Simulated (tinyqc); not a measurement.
Doping the contact: Schottky barrier with interface states (Cowley-Sze model), image lowering and contact resistance. Computed by tinyqc, a small Python program. Command: `OMP_NUM_THREADS=1 python tinyqc.py 3008044 3008045 out.jsonl pinning walk`. One thread of a shared host (Intel(R) Xeon(R) Processor @ 2.30GHz), about 0.01 s of CPU time with the checks.

An n-type semiconductor under a metal. The barrier lies between the Schottky-Mott limit phi_M - chi and the Bardeen limit E_g - E_n, E_n being the neutrality level of the interface states; the space-charge term of the full Cowley-Sze expression is left out.

Inputs (values chosen for the exercise, for a model semiconductor):

| quantity | value | unit |
|---|---|---|
| gap E_g | 0.723 | eV |
| electron affinity chi | 3.95 | eV |
| metal work function phi_M | 4.18 | eV |
| neutrality level E_n above the valence band | 0.275 | eV |
| interface-state density D | 1.2e+13 | cm^-2 eV^-1 |
| dipole layer thickness delta | 0.36 | nm |
| dipole layer constant eps_i | 1 | - |
| dielectric constant eps_s | 17.4 | - |
| electron mass m_e | 0.032 | m_0 |
| valleys M_c | 1 | - |
| temperature T | 300 | K |

Pinning factor from: interface states.

Constants: e = 1.602176634e-19 C; eps_0 = 8.8541878128e-12 F/m; k_B = 8.617333262e-05 eV/K; hbar = 1.054571817e-34 J s; m_0 = 9.1093837015e-31 kg; k_B = 1.380649e-23 J/K; h = 6.62607015e-34 J s.

Method:
- S = 1/(1 + e^2 D delta/(eps_i eps_0)); for D per eV, e^2 D is the number e x D in SI units, with 1 cm^-2 = 1e4 m^-2.
- phi_B = S (phi_M - chi) + (1 - S)(E_g - E_n); the hole barrier is E_g - phi_B.
- A* = 4 pi e m_e M_c k_B^2/h^3 (a simple valley count); J_s = A* T^2 exp(-phi/k_B T).
- E_00 = (e hbar/2) sqrt(N/(m_e eps_s eps_0)), E_0 = E_00 coth(E_00/k_B T); scaling form of the contact resistivity rho_c = (k_B/(e A* T)) exp(phi_B/E_0), which is the thermionic result when E_00 << k_B T and keeps only the leading exponential of tunnelling when E_00 >> k_B T; image lowering is left out of it.
- Regimes: thermionic below E_00/k_B T = 0.5, field emission above 5.

barrier phi_B = 0.325646 eV

Against doping:

| N (cm^-3) | 1e10/sqrt(N) | E_00/k_B T | rho_c (ohm cm^2) | regime |
|---|---|---|---|---|
| 1.00e+16 | 1.0000e+02 | 9.6246e-02 | 2.1236e-02 | thermionic emission |
| 1.00e+17 | 3.1623e+01 | 3.0436e-01 | 1.5171e-02 | thermionic emission |
| 1.00e+18 | 1.0000e+01 | 9.6246e-01 | 1.2882e-03 | thermionic-field emission |
| 3.00e+18 | 5.7735e+00 | 1.6670e+00 | 8.4922e-05 | thermionic-field emission |
| 1.00e+19 | 3.1623e+00 | 3.0436e+00 | 4.5981e-06 | thermionic-field emission |
| 3.00e+19 | 1.8257e+00 | 5.2716e+00 | 8.1468e-07 | field emission |
| 1.00e+20 | 1.0000e+00 | 9.6246e+00 | 2.7650e-07 | field emission |
| 3.00e+20 | 5.7735e-01 | 1.6670e+01 | 1.5902e-07 | field emission |
| 1.00e+21 | 3.1623e-01 | 3.0436e+01 | 1.1299e-07 | field emission |

What follows from these numbers?

Over the thermionic rows rho_c changes by a factor 1.4 only, and then it falls fast, by 5.3 decades in all; in field emission ln rho_c is linear in 1/sqrt(N). It stays above 1e-7 ohm cm^2 at every listed doping.
